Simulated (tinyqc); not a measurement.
A barrier in a uniform field, exact transmission by Airy functions: one step of the calculation.

The left lead has its band edge at 0, the barrier edge falls as U(x) = U0 - F x with F = V/d for 0 < x < d, and the right lead has its edge at -V. No transverse momentum; C = hbar^2/(2 m0); psi and psi'/m are continuous. M carries (psi, psi'/m) across the barrier.

Task. Transmission, exact and WKB. With M acting on (psi, psi'/m) and v = k/m in each lead, T(E) = 4 vL vR/[(vL vR M12 - M21)^2 + (vR M11 + vL M22)^2]. WKB: exp(-S), S = (4/(3 F)) sqrt(m1/C) [max(U0 - E, 0)^1.5 - max(U0 - F d - E, 0)^1.5].

Values chosen for this exercise; masses and offsets close to those of GaN wells and AlGaN barriers; the mass of the right lead is set freely:

| symbol | value | unit | meaning |
|---|---|---|---|
| U0 | 0.61 | eV | barrier edge at x = 0 |
| m1 | 0.26 | m0 | mass in the barrier |
| E | 0.18 | eV | electron energy |
| d | 2.9 | nm | barrier width |
| V | 0.34 | V | voltage across the barrier |

Constants: q = 1.602176634e-19 C, hbar = 1.054571817e-34 J s, m0 = 9.1093837015e-31 kg, hbar^2/(2 m0) = 0.0380998212 eV nm^2. Results are converted to the units shown.

M (M12 in nm, M21 in 1/nm):
```
           1          2
1  28.850991  4.5819094
2  109.26282  17.387006
```

vL = 4.8602632 1/nm
vR = 7.5410980 1/nm

Find: T(E); S; exp(-S); ratio T(E)/exp(-S).

Result.

T(E) = 0.0015483
S = 7.5748
exp(-S) = 5.1322e-4
ratio T(E)/exp(-S) = 3.0168

Range of the model: Masses are held fixed, although real bands cease to be parabolic a few tenths of an eV from their edges.

Program tinyqc, `OMP_NUM_THREADS=1 python tinyqc.py 2580108 2580109 out.jsonl`; Intel Xeon 2.30GHz, shared host, one thread, about 0.01 s.
